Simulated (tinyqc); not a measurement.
# MOS inversion layer, Poisson-Schroedinger loop: what changes with what

Electrons confined at an insulator interface at z = 0, treated as a hard wall; parabolic valleys, Hartree approximation, no image or exchange terms. The depletion charge lies far deeper than the electrons and gives a uniform field q Nd/(eps0 eps_r); the gate balances all charge. Energies are counted from the band edge at the interface.

Inputs (values chosen for the exercise); masses and permittivity close to those of silicon (111):
- T = 300 K (temperature)
- eps_r = 11.5 (relative permittivity)
- mz1 = 0.261 m0 (mass along z of valley set A (6 valley(s)))
- md1 = 0.365 m0 (in-plane density-of-states mass of set A)
- Ns = 1e13 cm^-2 (sheet density of electrons)
- Nd = 5e11 cm^-2 (sheet density of depletion charge)

Constants: q = 1.602176634e-19 C, kB = 1.380649e-23 J/K, hbar = 1.054571817e-34 J s, m0 = 9.1093837015e-31 kg, Vt = kB T/q, eps0 = 8.8541878128e-14 F/cm where lengths are in cm, hbar^2/(2 m0) = 0.0380998212 eV nm^2. Results are converted to the units shown.

Each table varies one quantity; the others keep the values above.

## Effect of the sheet density of electrons

Schroedinger equation -(C/mz) psi'' + (V0 + U) psi = E psi, C = hbar^2/(2 m0), psi(0) = 0, on a uniform mesh of 800 nodes with a far wall at 31 nm, 8 levels a set; V0 = q Nd z/(eps0 eps_r); dU/dz = q (Ns - integral of n from 0 to z)/(eps0 eps_r), U(0) = 0; N_k = g md m0 q Vt/(pi hbar^2) ln(1 + exp((EF - E_k)/Vt)), g the number of valleys of the set, sum N_k = Ns. Triangular well: E_k = a_k (C F^2/mz)^(1/3), a_1 = 2.338107, a_2 = 4.087949, C = hbar^2/(2 m0), F in eV/nm. Fang-Howard (all electrons in the lowest level of set A): b^3 = 6 (mz1/C) q (Nd + 11 Ns/32)/(eps0 eps_r), centroid 3/b, level C b^2/(4 mz1) + (3/b) q (Nd + 11 Ns/16)/(eps0 eps_r). The centroid adds 3.9 z_av/eps_r to an oxide-equivalent thickness. Shares under 0.0001 % are printed as 0.

Result of one run:
```
Ns (cm^-2)	A1 (meV)	A2 (meV)	EF (meV)	share of A1 (%)	share of A2 (%)	centroid z_av (nm)	added oxide equivalent (nm)	Fang-Howard centroid (nm)
1e11	53.7	91.5	-95.2	74.3	17.2	5.13	1.74	4.27
```

What becomes of these results when the sheet density of electrons Ns is changed from 1e11 to 4.5e11 cm^-2, all else the same?

Result of the changed run:
```
Ns (cm^-2)	A1 (meV)	A2 (meV)	EF (meV)	share of A1 (%)	share of A2 (%)	centroid z_av (nm)	added oxide equivalent (nm)	Fang-Howard centroid (nm)
4.5e11	69.7	112	-39.1	77.7	15.3	4.67	1.58	4.00
```

The whole series:
```
Ns (cm^-2)	A1 (meV)	A2 (meV)	EF (meV)	share of A1 (%)	share of A2 (%)	centroid z_av (nm)	added oxide equivalent (nm)	Fang-Howard centroid (nm)
1e11	53.7	91.5	-95.2	74.3	17.2	5.13	1.74	4.27
2.1e11	58.9	98.2	-70.4	75.5	16.6	4.97	1.68	4.18
4.5e11	69.7	112	-39.1	77.7	15.3	4.67	1.58	4.00
9.7e11	90.6	138	3.07	81.2	13.2	4.19	1.42	3.69
2.1e12	129	186	63.8	86.0	10.1	3.57	1.21	3.24
4.4e12	194	263	150	90.8	6.80	2.92	0.989	2.75
9.4e12	307	395	287	95.0	3.80	2.29	0.778	2.24
2e13	496	612	503	97.7	1.74	1.78	0.602	1.78
```

As Ns goes from 1e11 to 2e13, A1 rises from 53.7 to 496 meV, the share of A1 rises from 74.3 to 97.7 % and the centroid falls from 5.13 to 1.78 nm. A1 goes as Ns^(0.64) between the last two rows (a triangular well in the field of that charge alone gives 2/3). EF lies more than 2 meV above A1 for Ns = 2e13. The Fang-Howard centroid is 17 % below the full one in the first row, where A1 holds 74.3 %, and 0.32 % above it in the last, where A1 holds 97.7 %.

## Effect of the sheet density of depletion charge

Schroedinger equation -(C/mz) psi'' + (V0 + U) psi = E psi, C = hbar^2/(2 m0), psi(0) = 0, on a uniform mesh of 800 nodes with a far wall at 21 nm, 8 levels a set; V0 = q Nd z/(eps0 eps_r); dU/dz = q (Ns - integral of n from 0 to z)/(eps0 eps_r), U(0) = 0; N_k = g md m0 q Vt/(pi hbar^2) ln(1 + exp((EF - E_k)/Vt)), g the number of valleys of the set, sum N_k = Ns.

Result of one run:
```
Nd (cm^-2)	A1 (meV)	A2 (meV)	EF (meV)	share of A1 (%)	share of A2 (%)	centroid z_av (nm)	added oxide equivalent (nm)	Fang-Howard centroid (nm)
5e12	420	621	404	99.9	0.0519	1.60	0.542	1.70
```

What becomes of these results when the sheet density of depletion charge Nd is changed from 5e12 to 1e11 cm^-2, all else the same?

Result of the changed run:
```
Nd (cm^-2)	A1 (meV)	A2 (meV)	EF (meV)	share of A1 (%)	share of A2 (%)	centroid z_av (nm)	added oxide equivalent (nm)	Fang-Howard centroid (nm)
1e11	311	393	292	92.5	4.67	2.53	0.857	2.28
```

The whole series:
```
Nd (cm^-2)	A1 (meV)	A2 (meV)	EF (meV)	share of A1 (%)	share of A2 (%)	centroid z_av (nm)	added oxide equivalent (nm)	Fang-Howard centroid (nm)
1e11	311	393	292	92.5	4.67	2.53	0.857	2.28
1.7e11	312	395	293	93.1	4.51	2.47	0.836	2.26
3.1e11	315	401	297	94.1	4.14	2.36	0.800	2.23
5.3e11	320	410	302	95.4	3.51	2.23	0.755	2.19
9.4e11	329	430	312	97.2	2.40	2.07	0.702	2.12
1.6e12	344	463	327	98.7	1.21	1.93	0.654	2.02
2.9e12	374	527	357	99.7	0.329	1.76	0.598	1.87
5e12	420	621	404	99.9	0.0519	1.60	0.542	1.70
```

As Nd goes from 1e11 to 5e12, A1 rises from 311 to 420 meV, the share of A1 rises from 92.5 to 99.9 % and the centroid falls from 2.53 to 1.60 nm. A1 goes as Nd^(0.22) between the last two rows (a triangular well in the field of that charge alone gives 2/3). The Fang-Howard centroid is 9.9 % below the full one in the first row, where A1 holds 92.5 %, and 6.6 % above it in the last, where A1 holds 99.9 %.

Program tinyqc, `OMP_NUM_THREADS=1 python tinyqc.py 2160117 2160118 out.jsonl`; Intel Xeon 2.30GHz, shared host, one thread, about 0.7 s.
